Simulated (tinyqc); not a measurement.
Worked calculation: extended Hueckel theory, for BeH2. One step of it, computed by the program tinyqc.

Question. Mulliken analysis. P = C n C^T; charge = valence electrons (Be 2, H 1) minus the sum of (P S)_ii on the atom; overlap population = 2 sum P_ij S_ij between two atoms.

coefficients:
```
              MO1        MO2        MO3       MO4        MO5        MO6
1Be 2s   0.397913   0.000000   0.000000  0.000000   1.216479   0.000000
1Be 2px  0.000000   0.000000  -0.265981  0.963978   0.000000   0.000000
1Be 2py  0.000000   0.281857   0.000000  0.000000   0.000000   1.553176
1Be 2pz  0.000000   0.000000   0.963978  0.265981   0.000000   0.000000
2H 1s    0.489474   0.549480   0.000000  0.000000  -0.746076  -0.990356
3H 1s    0.489474  -0.549480   0.000000  0.000000  -0.746076   0.990356
```

occupations: 2.000000  2.000000  0.000000  0.000000  0.000000  0.000000

overlap S:
```
           1Be 2s   1Be 2px    1Be 2py   1Be 2pz     2H 1s      3H 1s
1Be 2s   1.000000  0.000000   0.000000  0.000000  0.447629   0.447629
1Be 2px  0.000000  1.000000   0.000000  0.000000  0.000000   0.000000
1Be 2py  0.000000  0.000000   1.000000  0.000000  0.539209  -0.539209
1Be 2pz  0.000000  0.000000   0.000000  1.000000  0.000000   0.000000
2H 1s    0.447629  0.000000   0.539209  0.000000  1.000000   0.028715
3H 1s    0.447629  0.000000  -0.539209  0.000000  0.028715   1.000000
```

Give: charges; Overlap populations.

Answer.

charges: 1Be 0.8417, 2H -0.4208, 3H -0.4208

Overlap populations:

| pair | value |
|---|---|
| 2-1 | 0.682775 |
| 3-1 | 0.682775 |
| 3-2 | -0.007161 |
